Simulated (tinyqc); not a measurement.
Inside a calculation. Method: Luttinger-Kohn k.p, four valence bands. Computed by tinyqc, a small Python program that keeps every step. Settings: g1 = 19.5, g2 = 7.78, g3 = 9.16. Command: `OMP_NUM_THREADS=1 python tinyqc.py 22802 22803 out.jsonl` (the two numbers bound the seeds that draw the settings). One thread of a shared host (Intel(R) Xeon(R) Processor @ 2.60GHz), about 0.01 s of CPU time with the checks.

## Bloch Hamiltonian at k

Luttinger parameters chosen for this model; energies are counted downward from the top of the valence band:
```
parameter,value,unit
g1,19.500000,
g2,7.780000,
g3,9.160000,
```

k point k (1/angstrom): -0.014000  -0.036000  -0.024000

P = c g1 k^2, Q = c g2 (kx^2 + ky^2 - 2 kz^2), R = c sqrt3 [-g2 (kx^2 - ky^2) + 2i g3 kx ky], S = 2 c sqrt3 g3 (kx - i ky) kz, c = hbar^2/2m = 3.809982 eV angstrom^2; rows [P+Q, -S, R, 0], [-S*, P-Q, 0, R], [R*, 0, P-Q, S], [0, R*, S*, P+Q]. The path ends lie at |k| = 0.04 1/angstrom.

H(k) at k (eV):
```
,3/2,1/2,-1/2,-3/2
3/2,0.163719,-0.040621+0.104453i,0.056475+0.060931i,0.000000
1/2,-0.040621-0.104453i,0.143563,0.000000,0.056475+0.060931i
-1/2,0.056475-0.060931i,0.000000,0.143563,0.040621-0.104453i
-3/2,0.000000,0.056475-0.060931i,0.040621+0.104453i,0.163719
```

## Levels at k

Diagonalise the Hermitian matrix.

eigenvalues (eV): 0.013769  0.013769  0.293513  0.293513

## Bands along a path

The same steps at evenly spaced points between the labelled ones.

Bands along the path (eV):
```
k,band 1,band 2,band 3,band 4
[111],0.007193,0.007193,0.230550,0.230550
[111]-G 0.33,0.003197,0.003197,0.102467,0.102467
[111]-G 0.67,0.000799,0.000799,0.025617,0.025617
G,0.000000,0.000000,0.000000,0.000000
G-[100] 0.33,0.002669,0.002669,0.023747,0.023747
G-[100] 0.67,0.010675,0.010675,0.094989,0.094989
[100],0.024018,0.024018,0.213725,0.213725
```

## Hole masses

E = c [g1 k^2 -/+ 2 sqrt(g2^2 k^4 + 3 (g3^2 - g2^2)(kx^2 ky^2 + ky^2 kz^2 + kz^2 kx^2))] with c = hbar^2/2m, and m* = hbar^2 k^2 / (2 E).

Masses (electron masses):
```
direction,heavy,light
[100],0.253807,0.028523
[110],0.546586,0.026903
[111],0.847458,0.026441
```
